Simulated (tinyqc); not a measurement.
## Admittance spectroscopy of a deep trap: admittance against temperature

Schottky contact on an n-type layer with shallow donors Nd (all ionised) and a donor-like deep trap, neutral when filled and positive when empty; depletion approximation. Traps within lam of the depletion edge stay filled. The traps at xt = W - lam, where the level crosses the Fermi level, follow a slow signal and not a fast one. w = 2 pi f.

Emission rate en = sn vth(T) Nc(T) exp(-Et/kB T) = sn g T^2 exp(-Et/kB T), g = vth Nc/(300 K)^2, as vth goes as T^0.5 and Nc as T^1.5 (degeneracy factor 1). lam = sqrt(2 eps0 eps_r (EF - ET)/(q Nd)), EF - ET = Et - (kB T/q) ln(Nc(T)/Nd), Nc(T) = Nc (T/300 K)^1.5. In the steady state at the band bending V, 2 eps0 eps_r V/q = Nd W^2 + Nt (W - lam)^2 (the second term only if W > lam). V = Vbi + Vr. C_HF = eps0 eps_r/W, C_LF = eps0 eps_r (Nd + Nt)/(Nd W + Nt xt). Inflection frequency w0 = 2 en [1 + Nt xt/(Nd W)]; C = C_HF + (C_LF - C_HF)/(1 + (w/w0)^2), G/w = (C_LF - C_HF)(w/w0)/(1 + (w/w0)^2).

Inputs (values chosen for the exercise); material values close to those of silicon: relative permittivity eps_r = 11.5; conduction-band density of states at 300 K Nc = 2.8e19 cm^-3; thermal velocity at 300 K vth = 2.3e7 cm/s; shallow donor density Nd = 1.1e15 cm^-3; built-in voltage Vbi = 0.62 V; depth of the trap below the conduction edge Et = 0.19 eV; capture cross-section sn = 9.5e-16 cm^2; trap density Nt = 1.4e15 cm^-3; reverse bias Vr = 1.9 V; signal frequency f = 1300 Hz.

Constants: q = 1.602176634e-19 C, kB = 1.380649e-23 J/K, eps0 = 8.8541878128e-14 F/cm where lengths are in cm. Results are converted to the units shown.

Admittance against temperature:

| T (K) | w0/(2 pi) (Hz) | C (nF/cm^2) | G/w (nF/cm^2) |
|---|---|---|---|
| 106 | 43.348 | 7.7220 | 0.046260 |
| 111 | 121.69 | 7.7523 | 0.12660 |
| 116 | 313.87 | 7.8350 | 0.30549 |
| 121 | 751.50 | 8.1116 | 0.56888 |
| 126 | 1685.0 | 8.6113 | 0.62195 |
| 131 | 3564.3 | 8.9388 | 0.40500 |
| 136 | 7158.3 | 9.0426 | 0.21613 |
| 142 | 15551 | 9.0680 | 0.099066 |
| 147 | 28370 | 9.0692 | 0.053137 |
| 152 | 49882 | 9.0662 | 0.029417 |
| 157 | 84822 | 9.0620 | 0.016788 |

Read the table: what changes, and by how much?

G/w goes from 0.0463 through a maximum of 0.622 (at T = 126 K among the rows listed) to 0.0168 nF/cm^2, where w0 passes the signal: w0/(2 pi) rises from 43.3 to 84800 Hz. C rises from 7.72 to 9.06 nF/cm^2. In 1 of the 11 rows T is below 110 K, where shallow donors begin to freeze out; the model keeps them ionised.

Numbers from tinyqc (`OMP_NUM_THREADS=1 python tinyqc.py 2050141 2050142 out.jsonl`; about 0.01 s on one thread of a shared Intel Xeon 2.30GHz).
